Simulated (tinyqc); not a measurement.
Etch lag against aspect ratio: ion-assisted plasma etching: sheath, surface coverage, synergy and aspect-ratio dependence. Computed by tinyqc, a small Python program. Command: `OMP_NUM_THREADS=1 python tinyqc.py 3012988 3012989 out.jsonl etch walk`. One thread of a shared host (Intel(R) Xeon(R) Processor @ 2.30GHz), about 0.08 s of CPU time with the checks.

Radicals adsorb on bare sites; ions remove covered sites with a high yield and bare sites by sputtering; a slow spontaneous reaction acts everywhere, walls included.

Inputs (values chosen for the exercise, close to those used for silicon dioxide in a fluorocarbon plasma):
```
quantity                                value       unit
plasma density n_e                    8.9e+10     1/cm^3
electron temperature T_e                  3.7         eV
ion mass M_i                               40          u
sheath voltage V                           42          V
radical density n                       5e+13     1/cm^3
radical mass M_n                           50          u
gas temperature T_g                       350          K
sticking coefficient s                   0.68          -
radicals per removed unit x                 3          -
yield slope b                            0.17  eV^(-1/2)
threshold E_th                             20         eV
sputter slope b_p                       0.017  eV^(-1/2)
sputter threshold E_p                      39         eV
spontaneous reaction probability k_c  5.4e-06          -
solid density N                       2.2e+22     1/cm^3
ion temperature T_i                      0.29         eV
```

Feature: round hole.

Constants: e = 1.602176634e-19 C; u = 1.6605390666e-27 kg; k_B = 1.380649e-23 J/K; eps_0 = 8.8541878128e-12 F/m.

Method:
- Bohm speed u_B = sqrt(e T_e/M_i); ion flux G_i = 0.61 n_e u_B; radical flux G_n = n c/4 with c = sqrt(8 k_B T_g/(pi M_n)).
- Debye length lambda_D = sqrt(eps_0 T_e/(e n_s)) with n_s = 0.61 n_e, T_e in volts; Child-law sheath d = (sqrt2/3) lambda_D (2 V/T_e)^(3/4); ion energy E = V + T_e/2; angular spread = arctan(sqrt(T_i/E)).
- Yields: Y = b (sqrt(E) - sqrt(E_th)) on covered sites, Y_p = b_p (sqrt(E) - sqrt(E_p)) on bare ones (zero below threshold).
- Steady coverage: s G_n (1 - theta) = x Y G_i theta; removal flux = Y G_i theta + Y_p G_i (1 - theta) + k_c G_n; rate = flux/N, 1 cm/s = 6e8 nm/min.
- Lateral rate = k_c G_n/N; anisotropy = 1 - lateral/vertical; synergy = vertical/(ions alone + radicals alone), with ions alone Y_p G_i/N and radicals alone the lateral rate.
- Transmission of a round hole: K = 1/(1 + 3A/4), walls that scatter diffusely without loss. With a loss probability S = s (1 - theta) at the floor, G_b/G_n = K/(K + S - K S); theta follows G_b, and the two are solved together. Ions are taken to reach the floor unshadowed; G_b replaces G_n in every term of the rate; A is depth over diameter.

yield Y = 0.365466

sputter yield Y_p = 0.00640790

ion flux G_i = 1.62189e+16 1/(cm^2 s)

radical flux G_n = 4.81223e+17 1/(cm^2 s)

vertical rate = 153.543 nm/min

coverage theta = 0.948459

Floor of the feature:
```
A            K  G_b/G_n    theta  rate (nm/min)  relative rate
0.5    0.72727  0.98687  0.94781         153.44        0.99932
1.0    0.57143  0.97375  0.94714         153.33        0.99863
2.0    0.40000  0.94758  0.94576         153.11        0.99719
5.0    0.21053  0.86958  0.94118         152.38        0.99241
10.0   0.11765  0.74177  0.93174         150.87        0.98259
20.0   0.06250  0.50005  0.90198         146.13        0.95169
50.0   0.02597  0.10052  0.64911         105.93        0.68994
100.0  0.01316  0.02929  0.35025          58.47        0.38077
```

What does the comparison show, and why?

K falls by a factor 55.3 over the rows and the rate by 2.62. Among these rows the rate stays within 10 % of the open-field value up to A = 20, as near saturation the coverage changes little when G_b falls. Caution: rows with A above about 1/(2 tan(ion spread)) or 1/sqrt(k_c), often 10 to 30, are formal: ion shadowing, radical loss on the walls, redeposition of sputtered material and, in fluorocarbon plasmas, polymer growth are left out and add to the lag.
